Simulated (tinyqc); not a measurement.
## Phonon and roughness prefactors from two fields

Inverse problem. At 300 K and high field 1/mu = E^(1/3)/Ap + E^gs/As, E in MV/cm. Find Ap and As.

Parameters, values chosen for the exercise:
- gs = 2 (exponent of the roughness term)

mu at E = 0.59 and 0.98 MV/cm (cm^2/(V s)): 433.99600  280.04820

Answer. Two linear equations in 1/Ap and 1/As.

Ap = 474 cm^2/(V s)
As = 651 cm^2/(V s)

tinyqc, about 0.01 s, one thread, Intel Xeon 2.30GHz (shared host): `OMP_NUM_THREADS=1 python tinyqc.py 2510149 2510150 out.jsonl`
